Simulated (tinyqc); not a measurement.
From Le Claire depth y_L back to time t: grain-boundary diffusion: Harrison regimes, Fisher and Le Claire analysis, Hart average. Computed by tinyqc, a small Python program. Command: `OMP_NUM_THREADS=1 python tinyqc.py 3018153 3018154 out.jsonl gbdiff inv`. One thread of a shared host (Intel(R) Xeon(R) Processor @ 2.30GHz), about 0.01 s of CPU time with the checks.

A boundary is a slab of width delta with diffusivity D_b, normal to a surface held at constant concentration; it leaks into grains of diffusivity D.

Inputs (values chosen for the exercise, for a model polycrystal):
```
quantity,value,unit
lattice prefactor D0,5.3e-06,m^2/s
lattice activation energy E,1.75,eV
boundary prefactor D0b,8.9e-05,m^2/s
boundary activation energy E_b,1.02,eV
boundary width delta,0.71,nm
segregation factor s,10,-
temperature T,750,K
```

Constants: k_B = 8.617333262e-05 eV/K.

Method:
- D = D0 exp(-E/(k_B T)), D_b = D0b exp(-E_b/(k_B T)).
- Triple product P = s delta D_b.
- Fisher: the mean concentration falls as exp(-y/y_F), y_F = sqrt(P) (pi t/(4 D))^(1/4), with the boundary equation P d2c/dy2 = 2 c sqrt(D/(pi t)). Le Claire (from the Whipple solution): ln c falls as -(y/y_L)^(6/5) with P = 1.322 sqrt(D/t) y_L^2.

Question. A run gave the result below. Find the time t, known to lie between 790 and 1800 s.

Le Claire depth y_L = 27.32973 um

Answer.

Each step takes the trial c = (a f_b - b f_a)/(f_b - f_a), f being the result less the target and a, b, c the logarithms of the listed values; c replaces end b, the old b replaces a if the sign of f changed, and otherwise f_a is halved.

Scan of the range:
```
time t (s),Le Claire depth y_L (um)
790,24.8810
906,25.7480
1040,26.6514
1190,27.5643
1370,28.5523
1570,29.5417
1800,30.5688
```

False position (Illinois rule, in the logarithm of the input) inside the bracket:
```
step,end a,end b,trial,Le Claire depth y_L (um)
1,1040.00,1190.00,1149.50,27.3268
2,1190.00,1149.50,1150.00,27.3297
3,1190.00,1150.00,1150.00,27.3297
4,1150.00,1150.00,1150.00,27.3297
```

Le Claire depth y_L rises at every point of a 13-point scan of the range (every second point is shown), so one value fits; it is bracketed by 1040 and 1190. The scan shows a pure power law with exponent 0.2500, so scaling from any one row also gives the answer directly. Answer: time t = 1150 s.
